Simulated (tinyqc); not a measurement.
Metal-interlayer-semiconductor contact, depinning against tunnelling resistance: two steps of the calculation.

Zero bias, n-type semiconductor. Gap states at the semiconductor surface thin out as exp(-be ti), which unpins the barrier; electrons must then cross the interlayer (a rectangular barrier, no voltage drop across it) and the parabolic depleted layer, both by WKB. Energies E are counted from the Fermi level; no image force, parabolic bands.

Values chosen for this exercise; semiconductor values close to those of gallium nitride; interlayer mass of the order of that in lanthanum oxide, offset chosen freely: temperature T = 300 K; band gap Eg = 3.41 eV; relative permittivity eps_r = 9.84; electron affinity chi = 4.1 eV; conduction-band density of states at T Nc = 2.3e18 cm^-3; tunnelling mass in the semiconductor mt = 0.199 m0; Richardson mass mA = 0.202 m0; donor density Nd = 2.2e19 cm^-3; charge-neutrality level above the valence band E0 = 2.3 eV; pinning factor without interlayer S0 = 0.61; metal work function phiM = 4.24 eV; interlayer thickness ti = 1.8 nm; conduction-band offset of the interlayer above the semiconductor dE = 2.09 eV; tunnelling mass in the interlayer mi = 0.29 m0; decay constant of gap states through the interlayer be = 2.4 1/nm.

Constants: q = 1.602176634e-19 C, kB = 1.380649e-23 J/K, eps0 = 8.8541878128e-12 F/m, hbar = 1.054571817e-34 J s, h = 6.62607015e-34 J s, m0 = 9.1093837015e-31 kg, Vt = kB T/q, hbar^2/(2 m0) = 0.0380998212 eV nm^2. Results are converted to the units shown.

Question 1. Pinning, barrier and scales. S = 1/(1 + (1/S0 - 1) exp(-be ti)); phiB = S (phiM - chi) + (1 - S)(Eg - E0); xi = Ec - EF deep inside, from Nd = Nc F(-xi/Vt), F(x) = (2/sqrt(pi)) int_0^infinity sqrt(u) du/(1 + exp(u - x)); band bending U = phiB - xi; E00 = (hbar/2) sqrt(Nd/(eps0 eps_r mt m0)) in volts; A = 4 pi q mA m0 kB^2/h^3.

Find: S; phiB; xi; U; E00; A.

Answer 1.

S = 0.99157
phiB = 0.14818 eV
xi = -0.13668 eV
U = 0.28486 eV
E00 = 0.062232 eV
A = 24.275 A/(cm^2 K^2)

Question 2. Exponents and integrand on an energy grid. With U = phiB - xi: for xi < E < phiB, y = (E - xi)/U and G1 = (U/E00) [sqrt(1 - y) - y ln((1 + sqrt(1 - y))/sqrt(y))], G1 = 0 above phiB; G2 = 2 ti sqrt(mi max(phiB + dE - E, 0)/C), C = hbar^2/(2 m0); f = 1/(1 + exp(E/Vt)); integrand exp(-G1 - G2) f.

| point | E (eV) |
|---|---|
| 0 | -0.13 |
| 1 | -0.10875 |
| 2 | -0.0875 |
| 3 | -0.06625 |
| 4 | -0.045 |
| 5 | -0.02375 |
| 6 | -0.0025 |
| 7 | 0.01875 |
| 8 | 0.04 |
| 9 | 0.06125 |
| 10 | 0.0825 |
| 11 | 0.10375 |
| 12 | 0.125 |
| 13 | 0.14625 |
| 14 | 0.1675 |
| 15 | 0.18875 |
| 16 | 0.21 |

phiB = 0.14817856 eV
xi = -0.13668271 eV
E00 = 0.062232114 eV

Give: G1; G2; f; integrand.

Answer 2.

| point | G1 | G2 | f | integrand (1e-8) |
|---|---|---|---|---|
| 0 | 4.2481 | 15.284 | 0.99349 | 0.3268 |
| 1 | 3.5263 | 15.216 | 0.98532 | 0.7146 |
| 2 | 2.9582 | 15.147 | 0.96722 | 1.3265 |
| 3 | 2.4737 | 15.077 | 0.92842 | 2.2155 |
| 4 | 2.0493 | 15.008 | 0.85077 | 3.3273 |
| 5 | 1.6734 | 14.938 | 0.71478 | 4.3663 |
| 6 | 1.3391 | 14.867 | 0.52416 | 4.7991 |
| 7 | 1.0420 | 14.797 | 0.32623 | 4.3144 |
| 8 | 0.7797 | 14.726 | 0.17548 | 3.2388 |
| 9 | 0.5508 | 14.654 | 0.085547 | 2.1319 |
| 10 | 0.3552 | 14.583 | 0.039497 | 1.2859 |
| 11 | 0.1943 | 14.510 | 0.017754 | 0.7297 |
| 12 | 0.0720 | 14.438 | 0.0078823 | 0.3936 |
| 13 | 0.0017 | 14.365 | 0.0034801 | 0.2005 |
| 14 | 0.0000 | 14.292 | 0.0015327 | 0.0952 |
| 15 | 0.0000 | 14.219 | 6.7429e-4 | 0.0451 |
| 16 | 0.0000 | 14.145 | 2.9650e-4 | 0.0213 |

Range of the model: The depletion charge would drop about 0.11 V across such an interlayer (eps_r near 25) at ti = 1.8 nm and Nd = 2.2e19 cm^-3, against a band bending of 0.28 V; this model leaves that drop out.

Computed by the program tinyqc: `OMP_NUM_THREADS=1 python tinyqc.py 2270059 2270060 out.jsonl`, one thread of a shared Intel Xeon 2.30GHz, about 0.02 s for the whole run.
